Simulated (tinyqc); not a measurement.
Worked calculation: elastic strain and critical thickness of a cubic alloy layer A(1-x)B(x) on a thick substrate. Computed by tinyqc, a small Python program that keeps every step. Command: `OMP_NUM_THREADS=1 python tinyqc.py 3030915 3030916 out.jsonl misfit walk`. One thread of a shared host (Intel(R) Xeon(R) Processor @ 2.30GHz), about 0.01 s of CPU time with the checks. Intermediate numbers are printed to about 6 digits and carried at full precision; extremes and crossings named in words are read from the listed rows.

Strain is positive in tension. The layer is coherent with the substrate unless said otherwise.

Inputs (values chosen for the exercise, modelled on GaAs(1-x)P(x) on GaAs):
```
quantity                           value      unit
fraction x of B                     0.72         -
lattice constant a_A               5.653  angstrom
lattice constant a_B               5.451  angstrom
substrate lattice constant a_S     5.653  angstrom
layer thickness h                    390        nm
X-ray wavelength                1.540593  angstrom
start of the iteration h0/b          0.2         -
```

Growth plane: (001). Layer: buried under a thick cap. Misfit dislocation: edge.

C11, C12, C44 of A (GPa): 119.3  52.79  59.81

C11, C12, C44 of B (GPa): 142.2  63.19  70.95

## Alloy by Vegard's rule, and misfit

a = (1 - x) a_A + x a_B, the same rule for each C_ij; misfit f = (a_S - a)/a, the in-plane strain of the coherent layer.

free lattice constant a = 5.50756 angstrom

elastic constants (GPa): C11 135.7880, C12 60.2780, C44 67.8308

misfit f = 0.0264073

The layer is stretched in the plane by 2.64 %.

## Biaxial strain, stress and energy

(001): D = 2 C12/C11, M = C11 + C12 - 2 C12^2/C11. The free surface carries no normal stress, so e_perp = -D f; dV/V = 2 f + e_perp; stress = M f; energy per area = M f^2 h (1 GPa nm = 1 J/m^2).

ratio D = 0.887825

normal strain e_perp = -0.0234451

volume strain dV/V = 0.0293696

biaxial modulus M = 142.550 GPa

in-plane stress = 3.76436 GPa

strain energy per area = 38.7686 J/m^2

Caution: above about 2 % misfit, linear elasticity is rough and compressed layers tend to form islands before dislocations.

## Symmetric X-ray reflection

Reflection 004: d = a_perp/sqrt(16), with a_perp = a (1 + e_perp) for the coherent layer, a for the relaxed layer and a_S for the substrate; sin(theta) = lambda/(2 d).

Bragg angles:
```
crystal         a_perp (angstrom)  theta (degrees)  from substrate (arcsec)
substrate                 5.65300          33.0283                     0.00
coherent layer            5.37843          34.9512                  6922.25
relaxed layer             5.50756          34.0175                  3561.25
```

peak separation of the coherent layer = 6922.25 arcsec

The coherent layer lies 1.94 times as far from the substrate peak as a relaxed one, about 1 + D = 1.89: reading its peak as relaxed would overstate the mismatch by that factor.

## Isotropic constants and the prefactor A

Voigt averages: G = (C11 - C12 + 3 C44)/5, B = (C11 + 2 C12)/3, nu = (3 B - 2 G)/(2 (3 B + G)); b = a/sqrt(2). Edge dislocation with b in the interface: cos alpha = 0, cos lambda = 1. Matthews-Blakeslee: h_c = A [ln(h_c/b) + 1], A = b (1 - nu cos^2 alpha)/(4 pi |f| (1 + nu) cos lambda), the factor 4 pi being that of a buried layer, with a dislocation at both interfaces.

shear modulus G = 55.80048 GPa

Poisson ratio nu = 0.231853

Burgers vector b = 0.389443 nm

prefactor A = 0.952689 nm

## Critical thickness by fixed-point iteration

Start at h0, put the right side back in, and stop when the change is below 1e-9 h or h turns negative.

Iteration:
```
step  h in (nm)  h out (nm)  change (nm)
1     0.0778887   -0.580605    -0.658493
```

critical thickness h_c (Matthews-Blakeslee) = -0.580605 nm

The start lies below the lower, unphysical root of the equation, so h falls and turns negative, where the logarithm fails.

Reruns converge with start of the iteration h0/b = 20.0; or with start of the iteration h0/b = 1.0.

Checks made by the program: D and M against the full stiffness tensor (relative difference below 1e-10).
